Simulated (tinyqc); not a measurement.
# Inputs raised by 5 %, one at a time

Model: electromigration in a confined line: Blech product, Korhonen stress evolution and Black's law. Computed by tinyqc, a small Python program. Command: `OMP_NUM_THREADS=1 python tinyqc.py 3014248 3014249 out.jsonl emigr sens`. One thread of a shared host (Intel(R) Xeon(R) Processor @ 2.30GHz), about 0.01 s of CPU time with the checks.

The electron wind pushes atoms from the cathode (x = 0) to the anode (x = L); blocking ends build a back stress (tension positive). The input rho is taken not to change with temperature. d sigma/dt = d/dx [kappa (d sigma/dx + G)], with zero flux at both ends and sigma = sigma_0 at t = 0.

Inputs (values chosen for the exercise, close to those used for aluminium lines):
```
quantity,value,unit
resistivity rho,2.85,micro-ohm cm
atomic volume Omega,16.6,angstrom^3
effective charge number Z*,8.1,-
prefactor D0,5.1e-08,m^2/s
activation energy E,0.678,eV
effective modulus B,44,GPa
critical stress sigma_c,360,MPa
initial stress sigma_0,150,MPa
current density j,3.1,MA/cm^2
line length L,150,um
test temperature T,290,C
use temperature T_u,85,C
use current density j_u,0.24,MA/cm^2
current exponent n,2,-
```

Start: thermal stress.

Constants: e = 1.602176634e-19 C; k_B = 8.617333262e-05 eV/K; k_B = 1.380649e-23 J/K.

Method:
- G = Z* e rho j/Omega; D = D0 exp(-E/(k_B T)); kappa = D B Omega/(k_B T); drift velocity of an unconfined line v = D Z* e rho j/(k_B T). SI: 1 micro-ohm cm = 1e-8 ohm m, 1 MA/cm^2 = 1e10 A/m^2.
- Temperatures in kelvin are T(C) + 273.15.
- At steady state sigma(x) = sigma_0 + G (L/2 - x). A void forms only if the cathode stress reaches sigma_c, that is if j L exceeds (j L)_c = 2 Omega (sigma_c - sigma_0)/(Z* e rho). Time scale tau = L^2/kappa.
- Median life t50 = A j^(-n) exp(E/(k_B T)); acceleration factor = t50(use)/t50(test) = (j/j_u)^n exp[(E/k_B)(1/T_u - 1/T)].

Runs:
```
input moved,from,to,critical product (j L)_c (A/cm),tau (h),drift velocity (nm/h),acceleration factor
base run,-,-,1885,1.524,23172,4.958e+05
effective charge number Z*,8.1,8.505,1795,1.524,24331,4.958e+05
prefactor D0 (m^2/s),5.1e-08,5.355e-08,1885,1.452,24331,4.958e+05
activation energy E (eV),0.678,0.7119,1885,3.065,11524,7.395e+05
effective modulus B (GPa),44,46.2,1885,1.452,23172,4.958e+05
critical stress sigma_c (MPa),360,378,2047,1.524,23172,4.958e+05
current density j (MA/cm^2),3.1,3.255,1885,1.524,24331,5.466e+05
```

Exponents ln(y'/y) / ln(x'/x):
```
input,critical product (j L)_c,tau,drift velocity,acceleration factor
effective charge number Z*,-1.000,0.000,1.000,0.000
prefactor D0,0.000,-1.000,1.000,0.000
activation energy E,0.000,14.318,-14.318,8.195
effective modulus B,0.000,-1.000,0.000,0.000
critical stress sigma_c,1.686,0.000,0.000,0.000
current density j,0.000,0.000,1.000,2.000
```

To which inputs is each result most sensitive?

Among the inputs moved here: critical product (j L)_c answers most in size to critical stress sigma_c (exponent +1.686), next to effective charge number Z* (-1.000); its exponent is below 0.0005 for prefactor D0, activation energy E, effective modulus B, current density j. Its exponent -1.000 in effective charge number Z*: a stronger wind needs less current. tau answers most in size to activation energy E (exponent +14.318), next to prefactor D0 (-1.000); its exponent is below 0.0005 for effective charge number Z*, critical stress sigma_c, current density j. Drift velocity answers most in size to activation energy E (exponent -14.318), next to effective charge number Z* (+1.000); its exponent is below 0.0005 for effective modulus B, critical stress sigma_c. Acceleration factor answers most in size to activation energy E (exponent +8.195), next to current density j (+2.000); its exponent is below 0.0005 for effective charge number Z*, prefactor D0, effective modulus B, critical stress sigma_c.
